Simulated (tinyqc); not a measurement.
From a target level to the width: finite square well with mass mismatch (envelope functions). Four cases, with inputs chosen for the exercise.

Problem. Which width L gives the lowest level below?

A square well of width L and depth V0, mass mw inside and mb outside, energies from the bottom of the well, c = hbar^2/2m0. k = sqrt(mw E/c), kappa = sqrt(mb (V0 - E)/c). psi and psi'/m are continuous at the walls (BenDaniel-Duke), so level n solves k L + 2 atan[(k/mw)/(kappa/mb)] = n pi.

Constants: hbar^2/2m0 = 3.80998211 eV angstrom^2.

Case 1.

Values chosen (out of a larger set: near those of a non-polar GaN well in AlGaN; not measured data):
- V0 = 0.225 eV (barrier height)
- mw = 0.207 m0 (mass in the well)
- mb = 0.218 m0 (mass in the barrier)

E1 = 0.059191 eV

Case 2.

Values chosen (out of a larger set: near those of an InGaAs well in InAlAs; not measured data):
- V0 = 0.548 eV (barrier height)
- mw = 0.0404 m0 (mass in the well)
- mb = 0.0746 m0 (mass in the barrier)

E1 = 0.035289 eV

Case 3.

Values chosen (out of a larger set: near those of a non-polar GaN well in AlN; not measured data):
- V0 = 1.971 eV (barrier height)
- mw = 0.195 m0 (mass in the well)
- mb = 0.314 m0 (mass in the barrier)

E1 = 0.030909 eV

Case 4.

Values chosen (out of a larger set: near those of a strained Si well in SiGe; not measured data):
- V0 = 0.181 eV (barrier height)
- mw = 0.913 m0 (mass in the well)
- mb = 0.943 m0 (mass in the barrier)

E1 = 0.007357 eV

Find: k; kappa; the arctangent; L.

Solution. E1 fixes k and kappa, so L = (pi - 2 atan[(k/mw)/(kappa/mb)])/k.

Case 1.

k = 0.05671 1/angstrom
kappa = 0.09740 1/angstrom
the arctangent = 0.5500 rad
L = 36 angstrom

Case 2.

k = 0.01934 1/angstrom
kappa = 0.10019 1/angstrom
the arctangent = 0.3425 rad
L = 127 angstrom

Case 3.

k = 0.03977 1/angstrom
kappa = 0.39987 1/angstrom
the arctangent = 0.1588 rad
L = 71 angstrom

Case 4.

k = 0.04199 1/angstrom
kappa = 0.20731 1/angstrom
the arctangent = 0.2062 rad
L = 65 angstrom

Computed by tinyqc, one run a case: `OMP_NUM_THREADS=1 python tinyqc.py N N+1 out.jsonl` with N = 1252537, 1252654, 1252657, 1280103; one thread of a shared Intel(R) Xeon(R) Processor @ 2.30GHz, about 0.01 s a run at most.
